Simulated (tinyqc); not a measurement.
Changing the current frequency f: the 3-omega method: a line heater on a substrate with a thin film. Computed by tinyqc, a small Python program. Command: `OMP_NUM_THREADS=1 python tinyqc.py 3012383 3012384 out.jsonl threeomega sweep`. One thread of a shared host (Intel(R) Xeon(R) Processor @ 2.30GHz), about 0.02 s of CPU time with the checks.

A current at angular frequency omega = 2 pi f heats the line at 2 omega with the amplitude P per length; the temperature swing Delta T at 2 omega gives a voltage at 3 omega. The substrate is taken as semi-infinite and isotropic, and the heat capacity of heater and film is left out.

Inputs (values chosen for the exercise, modelled on silica on gallium arsenide):

| quantity | value | unit |
|---|---|---|
| substrate conductivity kappa | 48 | W/(m K) |
| substrate heat capacity C | 1.73 | 1e6 J/(m^3 K) |
| heater half-width b | 12 | micrometre |
| power amplitude per length P | 53 | W/m |
| film thickness t | 610 | nm |
| film conductivity kappa_f | 1.5 | W/(m K) |
| interface resistance R_i | 14 | m^2 K/GW |
| substrate thickness d_s | 300 | micrometre |
| temperature coefficient of resistance beta | 2.7 | 1e-3/K |
| voltage amplitude V_1 | 2.8 | V |

Method:
- D = kappa/C; q = sqrt(2 i omega/D); penetration depth 1/|q| = sqrt(D/(2 omega)).
- Delta T_s = (P/(pi kappa)) int_0^infinity (sin x/x)^2 / sqrt(x^2 + (q b)^2) dx with (q b)^2 = i |q b|^2, averaged over the heater width (12 Gauss-Legendre points on each of the pieces 0, 14 log-spaced edges from 1e-5 to 1, and multiples of pi to 40 pi; the tail adds 1/(4 (40 pi)^2)).
- For |q| b much below 1: Delta T_s = (P/(pi kappa)) [-ln(|q| b) + eta - i pi/4], eta = 3/2 - C_E = 0.92278, with Euler's C_E = 0.5772157.
- One-dimensional flow across the film: Delta T_f = P (t/kappa_f + R_i)/(2 b); total in-phase swing Delta T = Delta T_s + Delta T_f; third-harmonic amplitude V_3 = V_1 beta |Delta T|/2 with the out-of-phase part included; the apparent film conductivity is t/(t/kappa_f + R_i).
- Take the in-phase swing at f and at 2f; in the narrow-line limit kappa = P ln 2/(2 pi [Delta T(f) - Delta T(2f)]), whatever the film and the heater width.

One run for each value:

| current frequency f (Hz) | in-phase Delta T_s (K) | out-of-phase Delta T_s (K) | error of the slope method (%) | penetration depth (micrometre) | film share of the in-phase swing |
|---|---|---|---|---|---|
| 3 | 1.825 | -0.2760 | 7.388e-03 | 857.9 | 0.3373 |
| 10 | 1.613 | -0.2759 | 2.461e-02 | 469.9 | 0.3654 |
| 30 | 1.420 | -0.2756 | 7.374e-02 | 271.3 | 0.3954 |
| 100 | 1.209 | -0.2747 | 2.449e-01 | 148.6 | 0.4345 |
| 300 | 1.017 | -0.2726 | 7.288e-01 | 85.8 | 0.4775 |
| 1000 | 0.807 | -0.2670 | 2.384e+00 | 47.0 | 0.5351 |
| 3000 | 0.620 | -0.2550 | 6.919e+00 | 27.1 | 0.5999 |
| 10000 | 0.426 | -0.2277 | 2.174e+01 | 14.9 | 0.6858 |
| 30000 | 0.273 | -0.1848 | 6.029e+01 | 8.6 | 0.7727 |
| 100000 | 0.153 | -0.1257 | 1.708e+02 | 4.7 | 0.8585 |

Describe and explain the trends.

Over the rows, in-phase Delta T_s (K) falls from 1.82 to 0.153 (exponent d ln y / d ln x -0.10 between the first rows and -0.48 between the last); out-of-phase Delta T_s (K) rises from -0.276 to -0.126 (exponent d ln y / d ln x -3.6e-4 between the first rows and -0.32 between the last); error of the slope method (%) rises from 0.00739 to 171 (exponent d ln y / d ln x 1.00 between the first rows and 0.86 between the last). At the low end the exponent of out-of-phase Delta T_s is 0.00, close to 0: the narrow-line value does not depend on f. The exponent of penetration depth stays at -0.50: a diffusion length. The in-phase swing falls linearly in ln f while the penetration depth is much larger than b; the film step does not depend on f, so its share grows.

Caution (rows 3.00, 10.0, 30.0, 100, 300): the penetration depth exceeds a fifth of the substrate thickness, so the back face is felt and the semi-infinite formula fails.
